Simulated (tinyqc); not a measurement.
# p-n diode with diffusion and depletion-layer recombination: what changes with what

Abrupt junction in the depletion approximation, low injection, full ionisation, neutral widths fixed, ohmic contact on the p side. Vj is the junction voltage; where a series resistance Rs is given, V = Vj + J Rs is the terminal voltage.

Parameters, values chosen for the exercise; band and dielectric values close to those of In0.53Ga0.47As:
```
symbol,value,unit,meaning
T,325,K,temperature
Eg,0.747,eV,band gap
eps_r,14.1,,relative permittivity
Nc,2.39e17,cm^-3,conduction-band density of states at T
Nv,8.66e18,cm^-3,valence-band density of states at T
Na,3.1e17,cm^-3,acceptor density
Nd,2.2e15,cm^-3,donor density
mun,3400,cm^2/(V s),electron mobility in the p side
mup,280,cm^2/(V s),hole mobility in the n side
tn,1e-6,s,electron lifetime
tp,2e-8,s,hole lifetime
wp,2.9,um,neutral width of the p side
wn,7.3,um,neutral width of the n side
Sp,6000,cm/s,recombination velocity at the n contact
Rs,0.012,ohm cm^2,series resistance
Et,0,eV,trap level above the intrinsic level
Vj,0.27,V,junction voltage at which recombination is evaluated
```

Constants: q = 1.602176634e-19 C, kB = 1.380649e-23 J/K, Vt = kB T/q, eps0 = 8.8541878128e-14 F/cm where lengths are in cm. Results are converted to the units shown.

Each table varies one quantity; the others keep the values above.

## Currents and ideality against junction voltage

ni = sqrt(Nc Nv) exp(-Eg/(2 Vt)), Eg in volts; D = mu Vt; Ln = sqrt(Dn tn), Lp = sqrt(Dp tp); J0n = q ni^2 Dn coth(wp/Ln)/(Ln Na); J0p = (q ni^2 Dp/(Lp Nd)) (s + tanh(wn/Lp))/(1 + s tanh(wn/Lp)), s = Sp Lp/Dp. J_diff = (J0n + J0p)(exp(Vj/Vt) - 1). Vbi = Vt ln(Na Nd/ni^2), W = sqrt(2 eps0 eps_r (Vbi - Vj)(1/Na + 1/Nd)/q), xp = W Nd/(Na + Nd), xn = W Na/(Na + Nd); u(x) = q Na (x + xp)^2/(2 eps0 eps_r) for x < 0 and Vbi - Vj - q Nd (xn - x)^2/(2 eps0 eps_r) for x > 0; p = Na exp(-u/Vt), n = Nd exp((u - Vbi + Vj)/Vt); U = ni^2 (exp(Vj/Vt) - 1)/(tp (n + ni exp(Et/Vt)) + tn (p + ni exp(-Et/Vt))); J_scr = q times the integral of U from -xp to xn. J = J_diff + J_scr. Ideality = (1/Vt) dVj/d ln J or (1/Vt) dV/d ln J; last column ni^2 exp(Vj/Vt)/N^2.

Results:

| Vj (V) | J_diff (A/cm^2) | J_scr (A/cm^2) | J (A/cm^2) | V (V) | ideality against Vj | ideality against V | minority/doping, lighter side |
|---|---|---|---|---|---|---|---|
| 0.13 | 8.726e-4 | 1.645e-4 | 0.001037 | 0.1300 | 1.044 | 1.045 | 1.157e-4 |
| 0.16 | 0.002563 | 3.347e-4 | 0.002898 | 0.1600 | 1.039 | 1.041 | 3.376e-4 |
| 0.18 | 0.005244 | 5.267e-4 | 0.005771 | 0.1801 | 1.034 | 1.037 | 6.896e-4 |
| 0.23 | 0.03130 | 0.001480 | 0.03278 | 0.2304 | 1.022 | 1.036 | 0.004111 |
| 0.26 | 0.09138 | 0.002409 | 0.09379 | 0.2611 | 1.016 | 1.056 | 0.01200 |
| 0.29 | 0.2668 | 0.003334 | 0.2701 | 0.2932 | 1.010 | 1.125 | 0.03502 |
| 0.31 | 0.5448 | 0.003781 | 0.5486 | 0.3166 | 1.006 | 1.241 | 0.07153 |
| 0.34 | 1.590 | 0.004158 | 1.594 | 0.3591 | 1.002 | 1.686 | 0.2088 |

Estimate the missing row, Vj = 0.21 V.

Computed row:

| Vj (V) | J_diff (A/cm^2) | J_scr (A/cm^2) | J (A/cm^2) | V (V) | ideality against Vj | ideality against V | minority/doping, lighter side |
|---|---|---|---|---|---|---|---|
| 0.21 | 0.01532 | 0.001002 | 0.01632 | 0.2102 | 1.026 | 1.033 | 0.002013 |

With this row back in the table: The ideality against Vj falls from 1.04 to 1.00. Diffusion is the larger current in every row. J_scr alone has an ideality of 1.51 between the first two rows and 11.3 between the last two. From Vj = 0.29 V the series resistance raises the terminal ideality by over a tenth; there J Rs = 0.12 Vt. Rows from Vj = 0.34 V on lie beyond low injection.

## Effect of the donor density

Same model as above.

J = J_diff + J_scr.

The same in every row: J0n (A/cm^2) = 9.162e-7; wn/Lp = 1.843.

Result of one run:

| Nd (cm^-3) | J0p (A/cm^2) | J_diff (A/cm^2) | J_scr (A/cm^2) | J_scr/J (%) |
|---|---|---|---|---|
| 2.5e16 | 6.668e-7 | 0.02434 | 7.226e-4 | 2.883 |

What becomes of these results when the donor density Nd is changed from 2.5e16 to 1e15 cm^-3, all else the same?

Result of the changed run:

| Nd (cm^-3) | J0p (A/cm^2) | J_diff (A/cm^2) | J_scr (A/cm^2) | J_scr/J (%) |
|---|---|---|---|---|
| 1e15 | 1.667e-5 | 0.2704 | 0.002574 | 0.9429 |

The whole series:

| Nd (cm^-3) | J0p (A/cm^2) | J_diff (A/cm^2) | J_scr (A/cm^2) | J_scr/J (%) |
|---|---|---|---|---|
| 1e15 | 1.667e-5 | 0.2704 | 0.002574 | 0.9429 |
| 1.9e15 | 8.774e-6 | 0.1490 | 0.002776 | 1.829 |
| 3.6e15 | 4.631e-6 | 0.08529 | 0.002391 | 2.727 |
| 6.9e15 | 2.416e-6 | 0.05124 | 0.001706 | 3.222 |
| 1.3e16 | 1.282e-6 | 0.03381 | 0.001131 | 3.236 |
| 2.5e16 | 6.668e-7 | 0.02434 | 7.226e-4 | 2.883 |
| 4.8e16 | 3.473e-7 | 0.01943 | 4.638e-4 | 2.331 |

As Nd goes from 1e15 to 4.8e16, J0p falls from 1.67e-5 to 3.47e-7 A/cm^2, J_scr goes from 0.00257 through a maximum of 0.00278 (at Nd = 1.9e15 among the rows listed) to 4.64e-4 A/cm^2 and its share goes from 0.943 through a maximum of 3.24 (at Nd = 1.3e16 among the rows listed) to 2.33 %. J0p goes as Nd^(-1.00) at the start and Nd^(-1.00) at the end.

Program tinyqc, `OMP_NUM_THREADS=1 python tinyqc.py 2260017 2260018 out.jsonl`; Intel Xeon 2.30GHz, shared host, one thread, about 0.01 s.
